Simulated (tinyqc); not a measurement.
Propagation of a band-gap error through k.p and effective-mass formulas: sweeps and comparisons. A value that a table varies takes the place of the one given here.

Chain, for a gap E (the reference Eg or another value), with Ep and Dso kept: 1/me = 1 + Ep (E + 2 Dso/3)/(E (E + Dso)); g* = 2 - 2 Ep Dso/(3 E (E + Dso)); g1(E) = g1 + (Ep/3)(1/E - 1/Eg), g2(E) = g2 + (Ep/6)(1/E - 1/Eg), light hole 1/(g1 + 2 g2), heavy hole 1/(g1 - 2 g2) along [100]; optical constant ei(E) = 1 + (ei - 1)(EP/(EP + E - Eg))^2, static e0(E) = ei(E) + e0 - ei.

Donor: R = Ry me/e0^2, a_B = a0 e0/me, Mott density (0.26/a_B)^3. Nc, Nv = 2 (m kT/(4 pi c))^(3/2), c = hbar^2/2m0, ni = sqrt(Nc Nv) exp(-E/2kT). Exciton: Ry mu/e0^2 with 1/mu = 1/me + g1(E). 1 angstrom^-3 = 1e24 cm^-3.

Constants: Ry = 13.60569312 eV; a0 (Bohr radius) = 0.5291772105 angstrom; kB = 8.617333262e-05 eV/K; hbar^2/2m0 = 3.80998211 eV angstrom^2.

Parameters, chosen for this exercise (reference values near those of GaSb, gap at low temperature; not measured data):
- Eg = 0.826 eV (gap at Gamma to the s-like level)
- Dso = 0.764 eV (spin-orbit splitting)
- Ep = 27 eV (Kane energy)
- g1 = 13.44 (Luttinger gamma1)
- g2 = 4.72 (gamma2)
- e0 = 15.42 (static dielectric constant)
- ei = 14.43 (optical dielectric constant)
- EP = 4.24 eV (mean (Penn) gap)
- mh = 0.36 m0 (density-of-states mass of the holes)
- T = 77 K (temperature)
- Eg2 = 0.958 eV (a wrong gap, of the size a hybrid functional can give)

## The size of the error

E = f Eg; ratios against f = 1.

Results:

| f | E (eV) | me ratio | light-hole ratio | e0 ratio | donor ratio | Mott ratio | g* | log10 ni ratio |
|---|---|---|---|---|---|---|---|---|
| 0.25 | 0.206 | 0.292 | 0.259 | 1.324 | 0.167 | 0.0107 | -66.620 | 19.87 |
| 0.40 | 0.330 | 0.447 | 0.412 | 1.246 | 0.288 | 0.0461 | -36.032 | 15.96 |
| 0.60 | 0.496 | 0.640 | 0.612 | 1.153 | 0.481 | 0.171 | -20.029 | 10.67 |
| 0.80 | 0.661 | 0.823 | 0.808 | 1.072 | 0.716 | 0.453 | -12.606 | 5.34 |
| 1.00 | 0.826 | 1.000 | 1.000 | 1.000 | 1.000 | 1.00 | -8.471 | 0.00 |
| 1.20 | 0.991 | 1.171 | 1.189 | 0.936 | 1.337 | 1.96 | -5.905 | -5.35 |
| 1.50 | 1.239 | 1.421 | 1.465 | 0.852 | 1.957 | 4.64 | -3.541 | -13.40 |
| 2.00 | 1.652 | 1.821 | 1.909 | 0.739 | 3.334 | 15.0 | -1.446 | -26.84 |

Between f = 0.8 and 1.2 the mean powers d ln(ratio)/d ln f are 0.87 for me, 0.95 for the light hole, -0.33 for e0, 1.54 for the donor energy and 3.61 for the Mott density; ni moves by -3.24 decades per 0.1 eV, against -0.1 eV/(2 kT ln 10) = -3.27 from the exponential alone, the rest coming from Nc through me^(3/4). g* keeps its sign, from -66.62 to -1.45.

## What each input does

All at E = Eg2. Each row changes one parameter from the base and keeps the others.

Results:

| case | me (m0) | light hole (m0) | e0 | donor (meV) | exciton (meV) | log10 ni |
|---|---|---|---|---|---|---|
| base | 0.0400 | 0.0503 | 14.62 | 2.544 | 1.722 | -14.219 |
| Eg2 = 1.035 eV | 0.0427 | 0.0541 | 14.19 | 2.889 | 1.952 | -16.717 |
| Dso = 0.825 eV | 0.0403 | 0.0503 | 14.62 | 2.562 | 1.731 | -14.217 |
| Ep = 24.84 eV | 0.0433 | 0.0497 | 14.62 | 2.756 | 1.810 | -14.193 |
| g1 = 12.365 | 0.0400 | 0.0532 | 14.62 | 2.544 | 1.774 | -14.219 |
| EP = 4.579 eV | 0.0400 | 0.0503 | 14.68 | 2.525 | 1.709 | -14.219 |
| ei = 15.584 | 0.0400 | 0.0503 | 14.55 | 2.568 | 1.738 | -14.219 |
| mh = 0.331 m0 | 0.0400 | 0.0503 | 14.62 | 2.544 | 1.722 | -14.247 |
| T = 70.84 K | 0.0400 | 0.0503 | 14.62 | 2.544 | 1.722 | -17.000 |

The largest shifts from the base row, up to three for each result and ties (the steps differ in size, so this ranks the rows, not the parameters). me (m0): Ep +0.0033, Eg2 +0.0028, Dso +0.0003; unchanged at the printed digits by g1, EP, ei, mh and T. light hole (m0): Eg2 +0.0038, g1 +0.0029, Ep -0.0006; unchanged at the printed digits by Dso, EP, ei, mh and T. e0: Eg2 -0.43, ei -0.07, EP +0.06; unchanged at the printed digits by Dso, Ep, g1, mh and T. donor (meV): Eg2 +0.345, Ep +0.212, ei +0.024; unchanged at the printed digits by g1, mh and T. exciton (meV): Eg2 +0.229, Ep +0.088, g1 +0.052; unchanged at the printed digits by mh and T. log10 ni: T -2.781, Eg2 -2.498, mh -0.027; unchanged at the printed digits by g1, EP and ei.

Run: tinyqc, `OMP_NUM_THREADS=1 python tinyqc.py 1850355 1850356 out.jsonl`; Intel(R) Xeon(R) Processor @ 2.30GHz, one thread, shared host; about 0.01 s of CPU time with all checks.
